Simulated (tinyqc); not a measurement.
Inside a calculation. Method: plane-wave Kohn-Sham cycle with exchange-only LDA in a layered model solid. Computed by tinyqc, a small Python program that keeps every step. Settings: points = 16, plane-wave index or count = 3, electrons = 2, k points = 1, area = 13.0, mixing = 1.0, iteration cap = 73, Kerker q0 = 1.2. Command: `OMP_NUM_THREADS=1 python tinyqc.py 21103 21104 out.jsonl` (the two numbers bound the seeds that draw the settings). One thread of a shared host (Intel(R) Xeon(R) Processor @ 2.60GHz), about 0.01 s of CPU time with the checks. Later iterations appear only in the table of the cycle.

## Iteration 1: potential

A solid whose potential varies along x alone (atomic units):
```
parameter                      value
period a                   16.000000
cross-section of the cell  13.000000
electrons per cell                 2
grid points                       16
plane waves -n..n, n               3
k points                           1
V1 in V1 cos(2 pi x/a)     -0.420000
V2 in V2 cos(4 pi x/a)     -0.010000
```

density at the start, on the grid x_j = j a/N (e/bohr^3): 0.009615  0.009615  0.009615  0.009615  0.009615  0.009615  0.009615  0.009615  0.009615  0.009615  0.009615  0.009615  0.009615  0.009615  0.009615  0.009615

V_H(G) = 4 pi rho(G)/G^2 for G != 0 (uniform background); v_x = -(3 rho/pi)^(1/3); V = V_ext + V_H + v_x; Fourier components f(G_m) = (1/N) sum_j f(x_j) exp(-i G_m x_j).

Potentials on the grid (hartree):
```
x          V_ext     V_H      v_x        V
0.0000   -0.4300  0.0000  -0.2094  -0.6394
1.0000   -0.3951  0.0000  -0.2094  -0.6045
2.0000   -0.2970  0.0000  -0.2094  -0.5064
3.0000   -0.1537  0.0000  -0.2094  -0.3631
4.0000    0.0100  0.0000  -0.2094  -0.1994
5.0000    0.1678  0.0000  -0.2094  -0.0416
6.0000    0.2970  0.0000  -0.2094   0.0876
7.0000    0.3810  0.0000  -0.2094   0.1716
8.0000    0.4100  0.0000  -0.2094   0.2006
9.0000    0.3810  0.0000  -0.2094   0.1716
10.0000   0.2970  0.0000  -0.2094   0.0876
11.0000   0.1678  0.0000  -0.2094  -0.0416
12.0000   0.0100  0.0000  -0.2094  -0.1994
13.0000  -0.1537  0.0000  -0.2094  -0.3631
14.0000  -0.2970  0.0000  -0.2094  -0.5064
15.0000  -0.3951  0.0000  -0.2094  -0.6045
```

V(G_m), m = 0, 1, 2, ... (hartree): -0.2094  -0.2100  -0.0050  0.0000  0.0000  0.0000  0.0000

## Iteration 1: Hamiltonian at one k

k = 0.0000 2 pi / a

H(m,m') = (k + G_m)^2/2 delta + V(G_m - G_m'), with V(-G) = V(G).

H (hartree):
```
         -3       -2       -1       +0       +1       +2       +3
-3   0.4846  -0.2100  -0.0050   0.0000   0.0000   0.0000   0.0000
-2  -0.2100   0.0990  -0.2100  -0.0050   0.0000   0.0000   0.0000
-1  -0.0050  -0.2100  -0.1323  -0.2100  -0.0050   0.0000   0.0000
+0   0.0000  -0.0050  -0.2100  -0.2094  -0.2100  -0.0050   0.0000
+1   0.0000   0.0000  -0.0050  -0.2100  -0.1323  -0.2100  -0.0050
+2   0.0000   0.0000   0.0000  -0.0050  -0.2100   0.0990  -0.2100
+3   0.0000   0.0000   0.0000   0.0000  -0.0050  -0.2100   0.4846
```

## Iteration 1: levels at that k

Diagonalise the Hermitian matrix.

eigenvalues (hartree): -0.5123  -0.2708  -0.0590  0.1404  0.2200  0.5867  0.5881

## Iteration 1: new density

Motion across x is left out: the lowest 1 band(s) hold two electrons at each of the k points (j + 1/2)/nk - 1/2. Residual R = rho(out) - rho(in); rho(new) = rho(in) + 1 R, with R(G) scaled by G^2/(G^2 + 1.2^2) (Kerker). rho(out) = 2/(a A nk) sum |psi|^2 with psi = sum c exp(i G x). Harris energy E = band energy - dV sum rho (V_H/2 + v_x) + (3/4) dV sum rho v_x with rho(in), dV = a A/N, band energy = (2/nk) sum of the filled levels.

rho(out) (e/bohr^3): 0.042437  0.033505  0.016323  0.004814  0.000895  0.000140  0.000026  0.000002  0.000000  0.000002  0.000026  0.000140  0.000895  0.004814  0.016323  0.033505

density after iteration 1 (e/bohr^3): 0.017623  0.013979  0.008093  0.006230  0.007461  0.008743  0.009318  0.009510  0.009556  0.009510  0.009318  0.008743  0.007461  0.006230  0.008093  0.013979

energy per cell = -0.919922 hartree

## Iteration 2: potential

As before.

Potentials on the grid (hartree):
```
x          V_ext      V_H      v_x        V
0.0000   -0.4300   0.2165  -0.2563  -0.4697
1.0000   -0.3951   0.1704  -0.2372  -0.4619
2.0000   -0.2970   0.0718  -0.1977  -0.4229
3.0000   -0.1537  -0.0124  -0.1812  -0.3472
4.0000    0.0100  -0.0573  -0.1924  -0.2397
5.0000    0.1678  -0.0751  -0.2029  -0.1101
6.0000    0.2970  -0.0811  -0.2072   0.0087
7.0000    0.3810  -0.0830  -0.2086   0.0894
8.0000    0.4100  -0.0834  -0.2090   0.1176
9.0000    0.3810  -0.0830  -0.2086   0.0894
10.0000   0.2970  -0.0811  -0.2072   0.0087
11.0000   0.1678  -0.0751  -0.2029  -0.1101
12.0000   0.0100  -0.0573  -0.1924  -0.2397
13.0000  -0.1537  -0.0124  -0.1812  -0.3472
14.0000  -0.2970   0.0718  -0.1977  -0.4229
15.0000  -0.3951   0.1704  -0.2372  -0.4619
```

V(G_m), m = 0, 1, 2, ... (hartree): -0.2075  -0.1499  0.0155  0.0024  -0.0002  0.0004  0.0005

## Iteration 2: Hamiltonian at one k

k = 0.0000 2 pi / a

As before.

H (hartree):
```
         -3       -2       -1       +0       +1       +2       +3
-3   0.4865  -0.1499   0.0155   0.0024  -0.0002   0.0004   0.0005
-2  -0.1499   0.1009  -0.1499   0.0155   0.0024  -0.0002   0.0004
-1   0.0155  -0.1499  -0.1304  -0.1499   0.0155   0.0024  -0.0002
+0   0.0024   0.0155  -0.1499  -0.2075  -0.1499   0.0155   0.0024
+1  -0.0002   0.0024   0.0155  -0.1499  -0.1304  -0.1499   0.0155
+2   0.0004  -0.0002   0.0024   0.0155  -0.1499   0.1009  -0.1499
+3   0.0005   0.0004  -0.0002   0.0024   0.0155  -0.1499   0.4865
```

## Iteration 2: levels at that k

As before.

eigenvalues (hartree): -0.3908  -0.2223  -0.0603  0.1195  0.1713  0.5441  0.5452

## Iteration 2: new density

As before.

rho(out) (e/bohr^3): 0.035469  0.030058  0.018239  0.007865  0.002396  0.000522  0.000089  0.000016  0.000007  0.000016  0.000089  0.000522  0.002396  0.007865  0.018239  0.030058

density after iteration 2 (e/bohr^3): 0.019987  0.016279  0.009348  0.005549  0.005802  0.007431  0.008641  0.009202  0.009352  0.009202  0.008641  0.007431  0.005802  0.005549  0.009348  0.016279

energy per cell = -0.697851 hartree

## Convergence

Stop when sqrt(dV sum R^2) is below 1e-8, dV = a A/N.

Course of the cycle:
```
iteration  E (hartree)  norm of the residual
1            -0.919922              2.02e-01
2            -0.697851              1.48e-01
3            -0.564834              1.12e-01
4            -0.489984              8.51e-02
5            -0.451798              5.94e-02
6            -0.437081              3.56e-02
7            -0.432990              1.95e-02
8            -0.431908              1.02e-02
9            -0.431625              5.44e-03
10           -0.431552              2.90e-03
11           -0.431532              1.58e-03
...                ...                   ...
21           -0.431525              3.87e-06
22           -0.431525              2.11e-06
23           -0.431525              1.17e-06
24           -0.431525              6.38e-07
25           -0.431525              3.53e-07
26           -0.431525              1.93e-07
27           -0.431525              1.07e-07
28           -0.431525              5.83e-08
29           -0.431525              3.24e-08
30           -0.431525              1.76e-08
31           -0.431525              9.84e-09
```

Converged in 31 iterations. Before convergence this energy mixes input and output and is not variational, so it may rise towards its limit.
